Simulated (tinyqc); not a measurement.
## Pinning factor and decay constant from two barriers

Problem. phiB = S (phiM - chi) + (1 - S)(Eg - E0) with S = 1/(1 + (1/S0 - 1) exp(-be ti)). Find S0, S at the given thickness and be.

Inputs (values chosen for the exercise); semiconductor values close to those of silicon; interlayer mass of the order of that in titanium dioxide, offset chosen freely: band gap Eg = 1.08 eV; electron affinity chi = 4.07 eV; charge-neutrality level above the valence band E0 = 0.37 eV; metal work function phiM = 4.17 eV.

phiB at ti = 0, 0.4 nm (eV): [0.5392, 0.25747943]

Answer. Each barrier gives its S by linear interpolation between the pinned and the unpinned value; the ratio of the two values of 1/S - 1 is exp(be ti).

S0 = 0.2800
S = 0.7418
be = 5.000 1/nm

tinyqc, about 0.03 s, one thread, Intel Xeon 2.30GHz (shared host): `OMP_NUM_THREADS=1 python tinyqc.py 2270036 2270037 out.jsonl`
